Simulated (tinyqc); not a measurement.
Temperatures in a stack of 3 dies with leakage feedback: one step of the calculation.

One-dimensional heat flow to a sink below die 0. The power of each die is released in a plane at its top; from the plane of die j > 0 heat crosses its silicon (ts), a bond layer and the wiring of die j - 1; from die 0 it crosses t0, paste and sink. Copper shares the path through bond and wiring in parallel: k_eff = fm km + (1 - fm) k. Silicon is taken at the temperature of the plane above it. Leakage is P_l exp((T - 350 K)/Tl).

Problem. Resistances per area at 300 K. R = thickness/conductivity for each layer.

Inputs (values chosen for the exercise); conductivities of the order met in silicon, wiring layers, bonds and pastes:

| symbol | value | unit | meaning |
|---|---|---|---|
| k0 | 137 | W/(m K) | conductivity of silicon at 300 K |
| ts | 100 | um | thickness of a thinned die |
| t0 | 500 | um | thickness of the die next to the sink |
| tb | 14 | um | thickness of the wiring layers |
| kb | 2 | W/(m K) | conductivity of the wiring layers |
| tg | 30 | um | thickness of a bond layer |
| kg | 1.3 | W/(m K) | conductivity of the bond dielectric |
| fm | 0.01 |  | area share of copper through bond and wiring |
| km | 390 | W/(m K) | conductivity of copper |
| Rt | 0.18 | K cm^2/W | paste and lid |
| Rs | 0.35 | K cm^2/W | heat sink |

Find: thick die; thinned die; k_eff of the bond; k_eff of the wiring; bond plus wiring; paste plus sink.

Solution.

thick die = 0.03650 K cm^2/W
thinned die = 0.007299 K cm^2/W
k_eff of the bond = 5.187 W/(m K)
k_eff of the wiring = 5.880 W/(m K)
bond plus wiring = 0.08165 K cm^2/W
paste plus sink = 0.5300 K cm^2/W

Numbers from tinyqc (`OMP_NUM_THREADS=1 python tinyqc.py 2162236 2162237 out.jsonl`; about 0.03 s on one thread of a shared Intel Xeon 2.30GHz).
